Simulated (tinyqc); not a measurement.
Stretching all distances: RHF, UHF, MP2, CISD and CCSD against full CI in the sto-3g basis, for BeH2, spin multiplicity 1. Computed by the program tinyqc with PySCF. 

Geometry (angstrom):

| atom | x | y | z |
|---|---|---|---|
| Be | 0.0000 | 0.0000 | 0.0000 |
| H | 0.0000 | 1.2460 | 0.0030 |
| H | 0.0000 | -1.2460 | 0.0030 |

All coordinates are multiplied by the scale. c0^2 is the weight of the RHF determinant in the lowest singlet FCI state (UHF is spin-contaminated and may lie near states of higher spin) and n(LUMO) the first natural occupation beyond the occupied space.

Full CI energy (hartree) and errors against it (kcal/mol):

| scale | distance 1-2 (angstrom) | E(FCI) | RHF | UHF | MP2 | CISD | CCSD | <S^2> UHF | c0^2 | n(LUMO) |
|---|---|---|---|---|---|---|---|---|---|---|
| 0.940 | 1.171 | -15.57673 | 18.438 | 18.438 | 5.786 | 0.337 | 0.193 | 0.000 | 0.979 | 0.020 |
| 1.210 | 1.508 | -15.57461 | 27.805 | 27.805 | 10.141 | 0.797 | 0.378 | 0.000 | 0.959 | 0.045 |
| 1.490 | 1.857 | -15.48564 | 46.391 | 46.391 | 19.589 | 2.582 | 1.100 | 0.000 | 0.904 | 0.119 |
| 1.760 | 2.193 | -15.39913 | 76.589 | 44.203 | 36.180 | 7.828 | 3.303 | 1.039 | 0.778 | 0.303 |
| 2.040 | 2.542 | -15.34842 | 125.174 | 30.383 | 64.164 | 16.640 | 4.637 | 1.278 | 0.506 | 0.693 |

UHF parts from RHF first at scale 1.76 of those listed, where <S^2> leaves zero. The weight c0^2 goes from 0.98 to 0.51 and n(LUMO) from 0.02 to 0.69: static correlation grows as the bonds break into open-shell fragments. The spread of the error along the curve, which distorts its shape, is CCSD 4.4, CISD 16.3, UHF 28.0, MP2 58.4, RHF 106.7 kcal/mol. The table stops here: at scale 2.31 and beyond, the reference weight falls under 0.45 or RHF, UHF or CCSD hop between solutions, so those rows were left out and the spreads given cover only the rows shown. As computed, partly on other solutions, the errors there reach in size RHF 242, UHF 31, MP2 102, CISD 22, CCSD 439 kcal/mol.
